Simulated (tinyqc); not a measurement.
## Delay unit and parasitic delay from two ring oscillators

Question. A ring of 11 inverters oscillates at 1/(2 x 11 d), with stage delay d = tau (h + p) for fan-out h. Find tau, p and the delay at fan-out 4.

frequencies of 11-stage ring oscillators with fan-out 2 and 5 (GHz): 3.2861875  1.8014642

Solution. d is a straight line in h with slope tau and intercept tau p.

tau = 3.80 ps
p = 1.64
delay at fan-out 4 = 21.4 ps

Computed by the program tinyqc: `OMP_NUM_THREADS=1 python tinyqc.py 2082087 2082088 out.jsonl`, one thread of a shared Intel Xeon 2.30GHz, about 0.01 s for the whole run.
